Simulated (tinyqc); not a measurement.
Worked calculation: core-shell quantum dot (spherical envelope functions). Values are carried at full precision from step to step, so a last printed digit may differ when a step is redone from the rounded ones.

Parabolic bands; strain and other valleys are left out. s states, u = r psi, hard wall at R + H, c = hbar^2/2m0, energies from the band edges of the core. Core: u = sin(k1 r)/k1, k1 = sqrt(m1 E/c). At R, psi and psi'/m are continuous, so u is continuous and its slope in the shell is s = u/R + (m2/m1)(u' - u/R). Shell: u(R + x) = u(R) cos(k2 x) + s sin(k2 x)/k2, k2 = sqrt(m2 (E - V)/c); for negative arguments the functions turn into sinh and cosh. A level has u(R + H) = 0.

Constants: hbar^2/2m0 = 3.80998211 eV angstrom^2; e^2/(4 pi eps0) = 14.39964547 eV angstrom; hc = 1239.841984 eV nm.

Parameters, chosen for this exercise (near those of a GaAs/AlGaAs core-shell dot; not measured data):
```
symbol  value  unit      meaning
R       30     angstrom  core radius
H       10     angstrom  shell thickness
Vc      0.249  eV        conduction edge of the shell above that of the core
me1     0.066  m0        electron, core
me2     0.093  m0        electron, shell
E       0.286  eV        trial energy of the electron
Vv      0.132  eV        hole barrier of the shell
mh1     0.413  m0        hole, core
mh2     0.439  m0        hole, shell
Eg      1.428  eV        gap of the core
eps     12.1             dielectric constant
```

## Shooting at a trial energy

Carry the electron solution outwards.

k1^2 = 0.0049544 1/angstrom^2
k2^2 = 0.00090315 1/angstrom^2
u(R) = 12.180 angstrom
s = -0.8915
u(R + H) = 2.852 angstrom

u(R + H) is positive: no node yet, so the lowest level lies above the trial energy.

## Ground states

Find the lowest root for electron and hole, and the share of u^2 inside the core.

Levels:
```
carrier   E (eV)  share in the core
electron  0.3183              0.895
hole      0.0647              0.945
```

The core holds 42 % of the volume. Both carriers sit mainly in the core, as the type I line-up favours.

## Overlap and Coulomb integrals

Overlap = (integral of u_e u_h)^2 with normalised u. Coulomb integrals J_ab = (q/eps) double integral of u_a(r)^2 u_b(s)^2/max(r, s), q = e^2/(4 pi eps0), one eps everywhere. Exciton E = Eg + E_e + E_h - J_eh; first-order biexciton shift J_ee + J_hh - 2 J_eh (positive: repulsive).

Integrate numerically.

overlap = 0.983

J_eh, J_ee, J_hh (meV): [53.7, 51.5, 56.4]

## Exciton and biexciton

Give E, the wavelength hc/E and the biexciton shift.

E = 1.757 eV
wavelength = 706 nm
biexciton shift = 0 meV

At first order the shift is the Coulomb integral of the net charge density with itself and cannot be negative; correlation, left out here, lowers it, and may reverse a shift as small as this.

## Checks

- Level without offset and mass step against c (pi/(R + H))^2/m, eV: both 0.3561.
- J_ee in that case against 1.786 q/(eps (R + H)), meV: both 53.1.

Run: tinyqc, `OMP_NUM_THREADS=1 python tinyqc.py 1280394 1280395 out.jsonl`; Intel(R) Xeon(R) Processor @ 2.30GHz, one thread, shared host; about 0.04 s of CPU time with all checks.
